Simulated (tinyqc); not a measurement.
Comparisons within one model: phonon-assisted absorption at an indirect gap. A value that a table varies takes the place of the one given here.

alpha(E) = sum_j A_j [N_j (E - Eg + w_j)^2 + (N_j + 1)(E - Eg - w_j)^2], each bracket counted only where its base is positive; N_j = 1/(exp(w_j/kB T) - 1). The first term absorbs a phonon and the second emits one; excitons and direct transitions are left out.

Photodiode (Gaertner form with a dead layer): QE = (1 - R) exp(-alpha xj) [1 - exp(-alpha W)/(1 + alpha L)], R = ((nr - 1)/(nr + 1))^2; responsivity = QE/E in A/W for E in eV.

Constants: kB = 8.617333262e-05 eV/K.

Values chosen for the exercise (loosely those of Si at room temperature; Eg is not tied to T; the results hold for these values, not for the real material): Eg = 1.098 eV (indirect gap, held fixed unless listed); w = (57.6, 19.3) meV (two zone-edge phonons); A = (3300, 470) 1/(cm eV^2) (their strengths); T = 300 K; nr = 3.6 (refractive index); xj = 0.53 micrometre (dead layer at the surface); W = 5.2 micrometre (depleted width); L = 22 micrometre (minority diffusion length below it); E = 1.26 eV (photon energy).

## The square root of alpha at three temperatures

The gap is held fixed, so only the phonon occupations change.

sqrt(alpha) (1/cm^(1/2)):
```
E - Eg (eV)    77 K   300 K   600 K
-0.04         0.013   0.351   0.707
-0.02         0.028   0.751   1.510
0.00          0.109   1.216   2.395
0.02          0.213   1.748   3.364
0.04          0.560   2.381   4.434
0.07          1.418   3.568   6.259
0.10          3.094   5.328   8.573
0.15          6.122   8.727  12.922
0.20          9.192  12.287  17.488
0.30         15.360  19.541  26.825
0.45         24.628  30.515  40.994
0.60         33.901  41.523  55.223
```

How do the results move?

Below the gap only phonon absorption acts: at E - Eg = -0.02 eV sqrt(alpha) is 0.028, 0.751 and 1.510 at 77, 300 and 600 K. A straight line through the last two rows meets the axis at E - Eg = +0.0516, +0.0342 and +0.0179 eV: the intercept is roughly a weighted mean of the thresholds, not the gap, and it moves from the emission side towards Eg as the occupations grow. At the last row alpha grows by a factor 2.65 from the lowest to the highest temperature at fixed gap.

## Spectral response

Response:
```
E (eV)  wavelength (nm)  alpha (1/cm)  1/alpha (micrometre)  dead layer  collected     QE    A/W
1.12               1107          3.25              3.07e+03       1.000      0.009  0.006  0.005
1.16               1069          10.2                   980       0.999      0.027  0.018  0.016
1.22               1016          46.1                   217       0.998      0.114  0.077  0.063
1.30                954           155                  64.7       0.992      0.311  0.210  0.162
1.40                886           388                  25.8       0.980      0.559  0.373  0.266
1.55                800           940                  10.6       0.951      0.800  0.518  0.334
1.75                708      2.06e+03                  4.86       0.897      0.938  0.572  0.327
2.00                620      4.06e+03                  2.46       0.806      0.988  0.542  0.271
2.30                539      7.36e+03                  1.36       0.677      0.999  0.460  0.200
2.70                459      1.33e+04                 0.754       0.495      1.000  0.337  0.125
```

What does this show?

QE is highest, 0.572, at 1.75 eV of those listed and the responsivity at 1.55 eV; reflection alone caps QE at 0.681. Near the gap weak absorption limits it (collected share 0.009); at the top the dead layer passes 0.495. Far above the gap the quadratic law and a constant index are only rough.

## What moves the response

At the energy E. Each row changes one parameter from the base and keeps the others.

Results:
```
case                  alpha (1/cm)      QE
base                         91.64  0.1399
Eg = 1.078 eV                120.9  0.1746
T = 350 K                    107.4  0.1590
W = 10.4 micrometre          91.64  0.1649
L = 11 micrometre            91.64  0.0906
xj = 1.06 micrometre         91.64  0.1392
nr = 3.78                    91.64  0.1360
```

What does this show?

The largest shifts from the base row, up to three for each result and ties (the steps differ in size, so this ranks the rows, not the parameters). alpha (1/cm): Eg +29.3, T +15.7; unchanged at the printed digits by W, L, xj and nr. QE: L -0.0492, Eg +0.0348, W +0.0250.

Computed by tinyqc, a small Python program: `OMP_NUM_THREADS=1 python tinyqc.py 1651836 1651837 out.jsonl` (the numbers bound the seed that draws the inputs); one thread of a shared host (Intel(R) Xeon(R) Processor @ 2.30GHz), about 0.01 s for the whole set of steps.
